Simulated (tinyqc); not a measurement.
Threshold-voltage variability of a planar MOSFET, analytic estimates: two steps of the calculation.

Three independent sources add in quadrature: random dopants in the depleted layer, metal-gate grains of two orientations, and roughness of the two gate edges acting through the roll-off VT = VT(long) - Vr exp(-L/l). These are first-order estimates: no three-dimensional electrostatics, no percolation.

Inputs (values chosen for the exercise); material values close to those of silicon:
- T = 250 K (temperature)
- L = 20 nm (gate length)
- W = 98 nm (gate width)
- G = 15 nm (metal grain size)
- dW = 0.15 eV (work-function difference of the two grain orientations)
- p = 0.5 (share of the orientation of higher work function)
- De = 1.6 nm (rms roughness of one gate edge)
- La = 10 nm (correlation length of the roughness)
- l = 3.5 nm (decay length of the threshold roll-off)
- Vr = 2.6 V (prefactor of the roll-off)
- n = 1.42 (subthreshold factor)
- gI = 20 1/V (gm/I of a matched pair)
- sb = 2.6 % (spread of the gain factor of one device)

Constants: q = 1.602176634e-19 C, kB = 1.380649e-23 J/K, Vt = kB T/q. Results are converted to the units shown.

Problem 1. Metal grains and edge roughness. Grains: Ng = L W/G^2 (at least 1), s2 = dW sqrt(p (1 - p)/Ng). Edges, with exponential correlation and u = W/La: the mean gate length has sL^2 = 2 De^2 (2/u)[1 - (1 - exp(-u))/u]; s3 = sL (Vr/l) exp(-L/l).

Wanted: Ng; s2; sL; dVT/dL; s3.

Solution 1.

Ng = 8.7111
s2 = 25.411 mV
sL = 0.96865 nm
dVT/dL = 2.4503 mV/nm
s3 = 2.3735 mV

Problem 2. Total spread, mismatch and leakage. s = sqrt(s1^2 + s2^2 + s3^2). For a pair: s(dVT) = sqrt(2) s; current mismatch sqrt(2) sqrt((gI s)^2 + sb^2); input offset = current mismatch/gI. For a Gaussian VT the off current is log-normal with mean/median = exp(s^2/(2 (n Vt)^2)).

s1 = 26.768009 mV
s2 = 25.411160 mV
s3 = 2.3734996 mV

Find: s; s(dVT); current mismatch; input offset; mean/median of Ioff.

Solution 2.

s = 36.985 mV
s(dVT) = 52.305 mV
current mismatch = 104.67 %
input offset = 52.337 mV
mean/median of Ioff = 2.0768

Program tinyqc, `OMP_NUM_THREADS=1 python tinyqc.py 2090147 2090148 out.jsonl`; Intel Xeon 2.30GHz, shared host, one thread, about 0.01 s.
